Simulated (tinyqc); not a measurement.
Zener tunnelling in a reverse-biased junction, two-band WKB: effect of the band gap with the mass tied to it.

Abrupt p-n junction, depletion approximation. Energies E are counted from the conduction-band edge of the neutral n side; its Fermi level lies at dn, that of the p side at dn - V, and the valence-band edge of the neutral p side at Em = dn + dp - V. Tunnelling needs 0 < E < Em. Two-band dispersion with equal masses m: inside the gap kappa = sqrt(m u (1 - u/Eg)/C), u the distance from a band edge, C = hbar^2/(2 m0).

The mass follows the gap, m = 0.07 Eg/1.4 eV, as in a two-band model with a fixed matrix element; Nc, Nv and eps_r are held. Nd = Nc F12(dn/Vt), Na = Nv F12(dp/Vt), F12(x) = (2/sqrt(pi)) int_0^infinity sqrt(u)/(1 + exp(u - x)) du; dn = EF - Ec on the n side, dp = Ev - EF on the p side (negative outside the bands); Vbi = Eg + dn + dp. W = sqrt(2 eps0 eps_r (Vbi - V)(1/Na + 1/Nd)/q), mean field F = (Vbi - V)/W, peak field 2 F. In a uniform field F the exponent is S = pi sqrt(m/C) Eg^1.5/(4 F). Transverse energy Et = C kt^2/m raises it to S (1 + 4 Et/Eg), so T = exp(-S) exp(-Et/Eb) with Eb = Eg/(4 S). KJ = (2 q^2/h) m/(4 pi C) (times 1e14 for A/cm^2 per eV^2). J = KJ exp(-S) Eb times the integral from 0 to Em of [f(E - dn) - f(E - dn + V)] [1 - exp(-min(E, Em - E)/Eb)] dE, f(x) = 1/(1 + exp(x/Vt)), with S and Eb from the mean field; J > 0 flows from p to n.

Values chosen for this exercise; band and dielectric values close to those of gallium arsenide: temperature T = 200 K; relative permittivity eps_r = 13.2; conduction-band density of states at 200 K Nc = 2.42e17 cm^-3; valence-band density of states at 200 K Nv = 4.84e18 cm^-3; band-edge mass of the two-band model m = 0.07 m0; acceptor density Na = 1.3e19 cm^-3; donor density Nd = 2.3e18 cm^-3; bias of the p side V = -1.1 V.

Constants: q = 1.602176634e-19 C, kB = 1.380649e-23 J/K, hbar = 1.054571817e-34 J s, h = 6.62607015e-34 J s, m0 = 9.1093837015e-31 kg, Vt = kB T/q, eps0 = 8.8541878128e-14 F/cm where lengths are in cm, hbar^2/(2 m0) = 0.0380998212 eV nm^2. Results are converted to the units shown.

Effect of the band gap with the mass tied to it:
```
Eg (eV)	Vbi (V)	mean field (MV/cm)	S	J (A/cm^2)	S at fixed m
0.7	0.8235	0.5076	8.685	-2103	12.28
0.9	1.024	0.5333	13.66	-15.23	17.04
1.1	1.224	0.5579	19.51	-0.04594	22.02
1.3	1.424	0.5814	26.15	-6.269e-5	27.14
1.5	1.624	0.6040	33.52	-4.131e-8	32.38
1.7	1.824	0.6258	41.55	-1.387e-11	37.71
1.9	2.024	0.6468	50.21	-2.479e-15	43.10
2.1	2.224	0.6672	59.47	-2.450e-19	48.56
```

S rises from 8.69 to 59.5, as Eg^(1.75), against Eg^(1.25) at fixed m; at a fixed field the powers would be 2 and 1.5, and the field grows with Vbi. |J| falls from 2100 to 2.45e-19 A/cm^2.

Range of the model: Parabolic densities of states, no band tails and no gap narrowing, all of which matter at such doping.

Numbers from tinyqc (`OMP_NUM_THREADS=1 python tinyqc.py 2620021 2620022 out.jsonl`; about 0.01 s on one thread of a shared Intel Xeon 2.30GHz).
